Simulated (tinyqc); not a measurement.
Inside a calculation: band offset from the macroscopic average of a supercell potential. Values are carried at full precision from step to step, so a last printed digit may differ when a step is redone from the rounded ones.

A model of the planar-averaged electrostatic energy of an electron in a periodic cell of N1 periods of A (L1 = N1 n1 h) and N2 periods of B (L2 = N2 n2 h), on z_j = j h: V(z) = f VA + (1 - f) VB + F t(z), VA = V1[0] + V1[1] cos(2 pi z/(n1 h)) + V1[2] cos(4 pi z/(n1 h)), VB the same with V2, n2 and z - L1. f = [tanh(z/w) - tanh((z - L1)/w) + tanh((z - L1 - L2)/w)]/2 + 1/2; t(z) = z - L1/2 in A and (L1/L2)(L1 + L2/2 - z) beyond, so that the cell is periodic.

Constants: e^2/(4 pi eps0) = 14.39964547 eV angstrom.

Parameters, chosen for this exercise (gaps near those of Si and SiO2; the results hold for these values, not for the real material): h = 0.35 angstrom (grid step); n1 = 6 (grid points per period of A); n2 = 5 (grid points per period of B); N1 = 5 (periods of A); N2 = 4 (periods of B); V1 = (-6.84, 4.81, 0.75) eV (mean and two harmonics of the potential in A); V2 = (-5.97, 2.63, -0.21) eV (the same in B); w = 0.4 angstrom (width of the interfaces); F = 0 eV/angstrom (slope in A from opposite charges on the two interfaces); Ev1 = 4.91 eV (valence top of bulk A above its mean potential); Eg1 = (0.6, 1.13) eV (gap of A: semi-local value, corrected value); fv1 = 0.52 (share of the correction that lowers the valence top of A); Ev2 = 1.48 eV (valence top of bulk B above its mean potential); Eg2 = (5.44, 8.84) eV (gap of B: semi-local value, corrected value); fv2 = 0.67 (the same share for B); eps = 3.8 (dielectric constant at the interface).

## The planar average

Evaluate V on the grid, j = 0, 1, ...

V(z_j) (eV): -2.415  -4.836  -9.577  -10.886  -9.616  -4.810  -1.280  -4.810  -9.620  -10.900  -9.620  -4.810  -1.280  -4.810  -9.620  -10.900  -9.620  -4.810  -1.280  -4.810  -9.620  -10.900  -9.620  -4.810  -1.280  -4.810  -9.616  -10.886  -9.577  -4.836  -2.415  -4.961  -8.205  -8.177  -4.992  -3.550  -4.987  -8.163  -8.163  -4.987  -3.550  -4.987  -8.163  -8.163  -4.988  -3.551  -4.992  -8.145  -7.961  -4.961

## Running means

Running mean over n points, periodic: for odd n the plain mean of the n points centred on j; for even n the n + 1 points with half weight at both ends. The macroscopic average applies the mean over n1 points and then over n2 points.

Apply the first mean, then the second.

after the mean over n1 points (eV): -6.544  -6.911  -7.036  -6.929  -6.832  -6.833  -6.838  -6.840  -6.840  -6.840  -6.840  -6.840  -6.840  -6.840  -6.840  -6.840  -6.840  -6.840  -6.840  -6.840  -6.840  -6.840  -6.840  -6.840  -6.838  -6.833  -6.832  -6.929  -7.036  -6.931  -6.588  -5.980  -5.491  -5.598  -6.079  -6.342  -6.073  -5.687  -5.686  -6.071  -6.335  -6.071  -5.687  -5.687  -6.070  -6.317  -6.033  -5.552  -5.445  -5.934

macroscopic average (eV): -6.374  -6.671  -6.850  -6.908  -6.894  -6.854  -6.837  -6.838  -6.840  -6.840  -6.840  -6.840  -6.840  -6.840  -6.840  -6.840  -6.840  -6.840  -6.840  -6.840  -6.840  -6.840  -6.840  -6.838  -6.837  -6.854  -6.894  -6.912  -6.863  -6.693  -6.405  -6.117  -5.947  -5.898  -5.916  -5.956  -5.973  -5.972  -5.970  -5.970  -5.970  -5.970  -5.970  -5.966  -5.959  -5.932  -5.883  -5.856  -5.902  -6.077

Around the middle of B the first mean varies by 649 meV over five points and the second by 0 meV: one window removes only the period it matches.

## The potential line-up

Read the macroscopic average in the middle of each region, j = 15 and j = 40, and its slope in A by a central difference over two points each way.

plateau in A = -6.840 eV
plateau in B = -5.970 eV
dV = B - A = 0.870 eV
slope in A = 0.000 eV/angstrom

The plateaus are flat, so the line-up is well defined.

## Band offsets

dEv = Ev(A) - Ev(B) = Ev1 - (dV + Ev2); dEc = Ec(B) - Ec(A) = Eg2 - Eg1 - dEv. The correction of a gap, c = Eg[1] - Eg[0], lowers the valence top by fv c and leaves dV, a ground-state quantity, as it is. Type I: dEv and dEc of one sign; II: opposite signs; III: no overlap of the gaps.

Give the offsets with semi-local and with corrected band edges.

dEv, dEc, semi-local (eV): 2.560  2.280

lowering of the valence tops of A and B (eV): 0.276  2.278

dEv, dEc, corrected (eV): 4.562  3.148

The correction moves dEv by +2.00 eV and dEc by +0.87 eV; the type stays I.

## The dipole behind the step

A step dV of the mean electron energy from A to B across an interface equals 4 pi (e^2/4 pi eps0) times a dipole per area p (in e angstrom per angstrom^2). For a change of 0.1 eV in dV, give the charge per area moved over 2 angstrom in a medium of dielectric constant eps: sigma = 0.1 eps/(4 pi (e^2/4 pi eps0) 2). 1 angstrom^-2 = 1e16 cm^-2.

|p| = 0.00481 e/angstrom
sigma = 1.05e+13 e/cm^2

With about 7e14 atoms per cm^2 in a plane (as on a silicon (100) face), 1.5 % of an electron per atom shifts the line-up by 0.1 eV.

## Checks

- Line-up in a cell of 14 + 14 periods without slope against V2[0] - V1[0] (eV): both 0.8700.

Computed by tinyqc, a small Python program: `OMP_NUM_THREADS=1 python tinyqc.py 1850040 1850041 out.jsonl` (the numbers bound the seed that draws the inputs); one thread of a shared host (Intel(R) Xeon(R) Processor @ 2.30GHz), about 0.01 s for the whole set of steps.
